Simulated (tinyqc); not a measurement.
WKB tunnelling through a gate dielectric with a two-band (Franz) dispersion, step by step. Values are carried at full precision from step to step, so a last printed digit may differ when a step is redone from the rounded ones.

Constants: hbar^2/2m0 = 3.80998211 eV angstrom^2.

Inputs chosen for the exercise (of the size used for HfO2 on silicon; shifted at random, so the results belong to these values and not to a real crystal):
```
symbol  value  unit      meaning
phi     1.47   eV        barrier above the electron energy at the emitter
t       22     angstrom  thickness
V       0.5    V         voltage across the layer
Eg      5.65   eV        gap of the dielectric
m       0.22   m0        mass at the conduction edge
```

## Shape of the barrier

Field V/t (1 V/angstrom = 100 MV/cm), the end of the forbidden region x_e = min(t, phi t/V), and u there.

field = 2.27 MV/cm
x_e = 22.00 angstrom
u(x_e) = 0.970 eV

V < phi: a trapezoid, direct tunnelling through the whole layer.

## Decay constant through the layer

At depth x the conduction edge lies u(x) = phi - V x/t above the electron. Parabolic: kappa = sqrt(m u/c). Franz: kappa = sqrt(m u (1 - u/Eg)/c), which vanishes at both band edges. c = hbar^2/2m0. T = exp(-2 integral of kappa dx) over the region u > 0; no image force, no prefactor, zero transverse momentum. The region ends at x_e = min(t, phi t/V); x_e < t is the Fowler-Nordheim regime.

Nine points x = j x_e/8.

kappa (1/angstrom):
```
x (angstrom)  u (eV)  parabolic   Franz
0.000         1.4700     0.2913  0.2506
2.750         1.4075     0.2851  0.2470
5.500         1.3450     0.2787  0.2433
8.250         1.2825     0.2721  0.2393
11.000        1.2200     0.2654  0.2350
13.750        1.1575     0.2585  0.2305
16.500        1.0950     0.2515  0.2258
19.250        1.0325     0.2442  0.2207
22.000        0.9700     0.2367  0.2154
```

At the emitter the Franz value is 14.0 % below the parabolic one, the factor sqrt(1 - phi/Eg).

## The integrals by Simpson's rule

Weights 1, 4, 2, 4, 2, 4, 2, 4, 1 times a third of the spacing.

integral of kappa dx: parabolic 5.829, Franz 5.156

## The integrals in closed form

Parabolic: (2/3) sqrt(m/c) (t/V) (phi^(3/2) - u_e^(3/2)). Franz: sqrt(m/c) Eg^(3/2) (t/V) (f(phi/Eg) - f(u_e/Eg)) with f(y) = ((2y - 1) sqrt(y (1 - y)) + arcsin(sqrt y))/4. u_e = max(phi - V, 0). T = exp(-2 I).

integral of kappa dx: parabolic 5.8289, Franz 5.1557

T: parabolic 8.65e-06, Franz 3.33e-05

The two-band dispersion raises T by a factor 3.84.

## Checks

- Franz integral in closed form against adaptive quadrature: both 5.15567.

Run: tinyqc, `OMP_NUM_THREADS=1 python tinyqc.py 1480963 1480964 out.jsonl`; Intel(R) Xeon(R) Processor @ 2.30GHz, one thread, shared host; about 0.01 s of CPU time with all checks.
